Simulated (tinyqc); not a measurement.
Inside a calculation. Method: plane-wave Kohn-Sham cycle with exchange-only LDA in a layered model solid. Computed by tinyqc, a small Python program that keeps every step. Settings: points = 16, plane-wave index or count = 3, electrons = 2, k points = 1, area = 24.0, mixing = 1.0, iteration cap = 53. Command: `OMP_NUM_THREADS=1 python tinyqc.py 22793 22794 out.jsonl` (the two numbers bound the seeds that draw the settings). One thread of a shared host (Intel(R) Xeon(R) Processor @ 2.60GHz), about 0.01 s of CPU time with the checks. Later iterations appear only in the table of the cycle.

## Iteration 1: potential

A solid whose potential varies along x alone (atomic units):
```
parameter,value
period a,5.700000
cross-section of the cell,24.000000
electrons per cell,2
grid points,16
"plane waves -n..n, n",3
k points,1
V1 in V1 cos(2 pi x/a),-0.410000
V2 in V2 cos(4 pi x/a),0.180000
```

density at the start, on the grid x_j = j a/N (e/bohr^3): 0.014620  0.014620  0.014620  0.014620  0.014620  0.014620  0.014620  0.014620  0.014620  0.014620  0.014620  0.014620  0.014620  0.014620  0.014620  0.014620

V_H(G) = 4 pi rho(G)/G^2 for G != 0 (uniform background); v_x = -(3 rho/pi)^(1/3); V = V_ext + V_H + v_x; Fourier components f(G_m) = (1/N) sum_j f(x_j) exp(-i G_m x_j).

Potentials on the grid (hartree):
```
x,V_ext,V_H,v_x,V
0.0000,-0.2300,0.0000,-0.2408,-0.4708
0.3563,-0.2515,0.0000,-0.2408,-0.4923
0.7125,-0.2899,0.0000,-0.2408,-0.5307
1.0688,-0.2842,0.0000,-0.2408,-0.5250
1.4250,-0.1800,0.0000,-0.2408,-0.4208
1.7812,0.0296,0.0000,-0.2408,-0.2112
2.1375,0.2899,0.0000,-0.2408,0.0491
2.4937,0.5061,0.0000,-0.2408,0.2653
2.8500,0.5900,0.0000,-0.2408,0.3492
3.2062,0.5061,0.0000,-0.2408,0.2653
3.5625,0.2899,0.0000,-0.2408,0.0491
3.9188,0.0296,0.0000,-0.2408,-0.2112
4.2750,-0.1800,0.0000,-0.2408,-0.4208
4.6312,-0.2842,0.0000,-0.2408,-0.5250
4.9875,-0.2899,0.0000,-0.2408,-0.5307
5.3438,-0.2515,0.0000,-0.2408,-0.4923
```

V(G_m), m = 0, 1, 2, ... (hartree): -0.2408  -0.2050  0.0900  0.0000  0.0000  0.0000  0.0000

## Iteration 1: Hamiltonian at one k

k = 0.0000 2 pi / a

H(m,m') = (k + G_m)^2/2 delta + V(G_m - G_m'), with V(-G) = V(G).

H (hartree), lower triangle:
```
,-3,-2,-1,+0,+1,+2,+3
-3,5.2271
-2,-0.2050,2.1894
-1,0.0900,-0.2050,0.3668
+0,0.0000,0.0900,-0.2050,-0.2408
+1,0.0000,0.0000,0.0900,-0.2050,0.3668
+2,0.0000,0.0000,0.0000,0.0900,-0.2050,2.1894
+3,0.0000,0.0000,0.0000,0.0000,0.0900,-0.2050,5.2271
```

## Iteration 1: levels at that k

Diagonalise the Hermitian matrix.

eigenvalues (hartree): -0.3468  0.2541  0.5274  2.1961  2.2087  5.2431  5.2432

## Iteration 1: new density

Motion across x is left out: the lowest 1 band(s) hold two electrons at each of the k points (j + 1/2)/nk - 1/2. Residual R = rho(out) - rho(in); rho(new) = rho(in) + 1 R. rho(out) = 2/(a A nk) sum |psi|^2 with psi = sum c exp(i G x). Harris energy E = band energy - dV sum rho (V_H/2 + v_x) + (3/4) dV sum rho v_x with rho(in), dV = a A/N, band energy = (2/nk) sum of the filled levels.

rho(out) (e/bohr^3): 0.027763  0.026878  0.024077  0.019404  0.013787  0.008737  0.005271  0.003461  0.002925  0.003461  0.005271  0.008737  0.013787  0.019404  0.024077  0.026878

density after iteration 1 (e/bohr^3): 0.027763  0.026878  0.024077  0.019404  0.013787  0.008737  0.005271  0.003461  0.002925  0.003461  0.005271  0.008737  0.013787  0.019404  0.024077  0.026878

energy per cell = -0.573152 hartree

## Iteration 2: potential

As before.

Potentials on the grid (hartree):
```
x,V_ext,V_H,v_x,V
0.0000,-0.2300,0.1344,-0.2982,-0.3937
0.3563,-0.2515,0.1241,-0.2950,-0.4224
0.7125,-0.2899,0.0944,-0.2844,-0.4798
1.0688,-0.2842,0.0499,-0.2646,-0.4989
1.4250,-0.1800,-0.0020,-0.2361,-0.4182
1.7812,0.0296,-0.0528,-0.2028,-0.2260
2.1375,0.2899,-0.0944,-0.1714,0.0242
2.4937,0.5061,-0.1212,-0.1490,0.2359
2.8500,0.5900,-0.1305,-0.1408,0.3187
3.2062,0.5061,-0.1212,-0.1490,0.2359
3.5625,0.2899,-0.0944,-0.1714,0.0242
3.9188,0.0296,-0.0528,-0.2028,-0.2260
4.2750,-0.1800,-0.0020,-0.2361,-0.4182
4.6312,-0.2842,0.0499,-0.2646,-0.4989
4.9875,-0.2899,0.0944,-0.2844,-0.4798
5.3438,-0.2515,0.1241,-0.2950,-0.4224
```

V(G_m), m = 0, 1, 2, ... (hartree): -0.2278  -0.1781  0.0952  0.0000  0.0000  0.0000  0.0000

## Iteration 2: Hamiltonian at one k

k = 0.0000 2 pi / a

As before.

H (hartree), lower triangle:
```
,-3,-2,-1,+0,+1,+2,+3
-3,5.2401
-2,-0.1781,2.2023
-1,0.0952,-0.1781,0.3797
+0,0.0000,0.0952,-0.1781,-0.2278
+1,0.0000,0.0000,0.0952,-0.1781,0.3797
+2,0.0000,0.0000,0.0000,0.0952,-0.1781,2.2023
+3,0.0000,0.0000,0.0000,0.0000,0.0952,-0.1781,5.2401
```

## Iteration 2: levels at that k

As before.

eigenvalues (hartree): -0.3112  0.2669  0.5284  2.2074  2.2194  5.2527  5.2529

## Iteration 2: new density

As before.

rho(out) (e/bohr^3): 0.025694  0.025140  0.023182  0.019468  0.014515  0.009682  0.006138  0.004190  0.003595  0.004190  0.006138  0.009682  0.014515  0.019468  0.023182  0.025140

density after iteration 2 (e/bohr^3): 0.025694  0.025140  0.023182  0.019468  0.014515  0.009682  0.006138  0.004190  0.003595  0.004190  0.006138  0.009682  0.014515  0.019468  0.023182  0.025140

energy per cell = -0.549780 hartree

## Convergence

Stop when sqrt(dV sum R^2) is below 1e-8, dV = a A/N.

Course of the cycle:
```
iteration,E (hartree),norm of the residual
1,-0.573152,1.07e-01
2,-0.549780,1.23e-02
3,-0.549581,1.06e-03
4,-0.549579,9.50e-05
5,-0.549579,8.49e-06
6,-0.549579,7.60e-07
7,-0.549579,6.80e-08
8,-0.549579,6.08e-09
```

Converged in 8 iterations. Before convergence this energy mixes input and output and is not variational, so it may rise towards its limit.
